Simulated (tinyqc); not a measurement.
Quasi-harmonic thermal expansion with mode Grueneisen parameters: one step, computed by the program tinyqc. Command: `OMP_NUM_THREADS=1 python tinyqc.py 3004603 3004604 out.jsonl qha walk`. One thread of a shared host (Intel(R) Xeon(R) Processor @ 2.30GHz), about 0.03 s of CPU time with the checks.

A crystal with two atoms a cell; per atom there are 1 transverse acoustic (TA), 1/2 longitudinal acoustic (LA) and 3/2 optical (O) modes. Every frequency of group i scales as nu_i (V/V0)^(-gamma_i). Each group has one frequency. Static energy: E = (9 V0 B0/16) [y^3 B' + y^2 (2 - 4 y)], y = (V0/V)^(2/3) - 1, with pressure P_s = (3 B0/2) (z^7 - z^5) [1 + (3/4)(B' - 4)(z^2 - 1)], z = (V0/V)^(1/3).

Question. Mode groups at the static volume. For a mode with x = h nu/(k_B T), n = 1/(exp(x) - 1): U = h nu (n + 1/2), C/k_B = x^2 n (n + 1); U_i and C_i sum these over group i with its weight per atom. Phonon pressure P_ph = sum_i gamma_i U_i/V.

Inputs (values chosen for the exercise, modelled on gallium nitride):
```
quantity                       value             unit
static volume V0                11.4  angstrom^3/atom
frequency nu_TA                  5.4              THz
frequency nu_LA                 9.26              THz
frequency nu_O                  17.8              THz
Grueneisen parameter gamma_TA  0.032                -
Grueneisen parameter gamma_LA   0.92                -
Grueneisen parameter gamma_O     1.2                -
temperature T                    200                K
```

Acoustic groups: Einstein.

Constants: h x 1 THz = 4.135667696 meV; k_B = 8.617333262e-05 eV/K; 1 eV/angstrom^3 = 160.2176634 GPa.

Give: Groups; phonon pressure at V0.

Answer.

Groups:
```
group  h nu_i/(k_B T)  U_i (meV)  C_i (k_B)  gamma_i C_i (k_B)
TA              1.296      19.58     0.8711            0.02787
LA              2.222      11.90     0.3366             0.3097
O               4.271      56.77     0.3930             0.4716
```

phonon pressure at V0 = 1.120 GPa
